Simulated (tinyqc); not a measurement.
## Voltage drop against the resistance from a pad node to the supply

A grid of 17 by 17 nodes with segments Rx (rows) and Ry (columns); every node draws I1 and the central node kh I1; pads with resistance Rp sit at the nodes whose row and column are multiples of the pitch, counting from 0. The drops u = Vdd - V follow from G u = i, with G the conductance matrix and i the load currents, solved directly. Here the pitch is 4.

Inputs (values chosen for the exercise): supply voltage Vdd = 1 V; resistance of a horizontal segment Rx = 0.22 ohm; resistance of a vertical segment Ry = 0.25 ohm; factor on the load at the hot node kh = 3; load current of a node in the large grid I1 = 2.2 mA.

Voltage drop against the resistance from a pad node to the supply:

| Rp (ohm) | pads | worst drop (mV) | mean drop (mV) | largest drop at a pad (mV) | largest pad current (mA) | worst drop over Vdd (%) |
|---|---|---|---|---|---|---|
| 0.0076 | 25 | 2.947 | 2.147 | 0.2939 | 38.66 | 0.2947 |
| 0.015 | 25 | 3.186 | 2.349 | 0.5740 | 38.27 | 0.3186 |
| 0.031 | 25 | 3.693 | 2.785 | 1.162 | 37.49 | 0.3693 |
| 0.061 | 25 | 4.615 | 3.593 | 2.212 | 36.26 | 0.4615 |
| 0.12 | 25 | 6.351 | 5.164 | 4.135 | 34.46 | 0.6351 |
| 0.24 | 25 | 9.709 | 8.314 | 7.730 | 32.21 | 0.9709 |
| 0.49 | 25 | 16.41 | 14.80 | 14.67 | 29.93 | 1.641 |

Read the table: what changes, and by how much?

The worst drop rises from 2.95 to 16.4 mV and the mean drop rises from 2.15 to 14.8 mV. The worst drop goes as Rp^(0.11) between the first two rows and Rp^(0.74) between the last two. The central node is itself a pad.

Numbers from tinyqc (`OMP_NUM_THREADS=1 python tinyqc.py 2770114 2770115 out.jsonl`; about 0.1 s on one thread of a shared Intel Xeon 2.30GHz).
